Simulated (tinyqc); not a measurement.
Off-state leakage of single and stacked transistors: two steps of the calculation.

n-channel devices of unit width. Subthreshold current I(Vg, Vs, Vd) = I0 (T/300 K)^0.5 exp[(Vg - Vs - VT(T) - gb (Vs - Vb) + dd (Vd - Vs))/(nf Vt)] (1 - exp(-(Vd - Vs)/Vt)), VT(T) = VT - cT (T - 300 K). Gate-edge tunnelling Ig (Vd/1 V) exp(ag (Vd - 1 V)), for a gate at 0 V, and band-to-band leakage Ab u exp(-Bb/u), u = Vd - Vb + 1 V, flow at a drain held at V; both are taken as independent of T. In a stack of off transistors (all gates at 0 V) the same subthreshold current passes through each.

Parameters, values chosen for the exercise; values of the order met in bulk silicon logic transistors: temperature T = 378 K; supply voltage V = 1 V; threshold at 300 K, zero drain and body bias VT = 0.27 V; fall of the threshold with temperature cT = 0.6 mV/K; current at threshold at 300 K I0 = 0.2 uA/um; slope factor nf = 1.28; drain-induced lowering per volt dd = 0.05; rise of the threshold per volt of source-body bias gb = 0.21; gate-edge tunnelling current at 1 V Ig = 0.0002 uA/um; exponential slope of the gate current ag = 4 1/V; prefactor of band-to-band leakage at the drain Ab = 3 uA/(um V); its exponential voltage Bb = 21 V; body voltage Vb = -0.3 V.

Constants: q = 1.602176634e-19 C, kB = 1.380649e-23 J/K, Vt = kB T/q. Results are converted to the units shown.

Question 1. Leakage of one transistor. Vg = Vs = 0, Vd = V; effective threshold VT(T) - gb Vb - dd V.

Find: effective threshold; parts; total; shares.

Answer 1.

effective threshold = 0.2362 V
parts (nA/um): subthreshold 0.7779, gate edge 0.2000, band-to-band 0.7474
total = 1.725 nA/um
shares (%): subthreshold 45.09, gate edge 11.59, band-to-band 43.32

The subthreshold part is the largest.

Question 2. New Vx. Stack of two, Vx the node between them: I_low = I(0, 0, Vx), I_up = I(0, Vx, V), f = ln(I_up/I_low), f' = -(1 + gb + 2 dd)/(nf Vt) - 1/(Vt (exp(Vx/Vt) - 1)) - 1/(Vt (exp((V - Vx)/Vt) - 1)), Vx(new) = Vx - f/f'.

Vx at the start = 0.038 V

Find: I_low; I_up; f; f'; Vx after iteration 1.

Answer 2.

I_low = 0.1690 nA/um
I_up = 0.2467 nA/um
f = 0.3784
f' = -45.30 1/V
Vx after iteration 1 = 0.04635 V

tinyqc, about 0.03 s, one thread, Intel Xeon 2.30GHz (shared host): `OMP_NUM_THREADS=1 python tinyqc.py 2242058 2242059 out.jsonl`
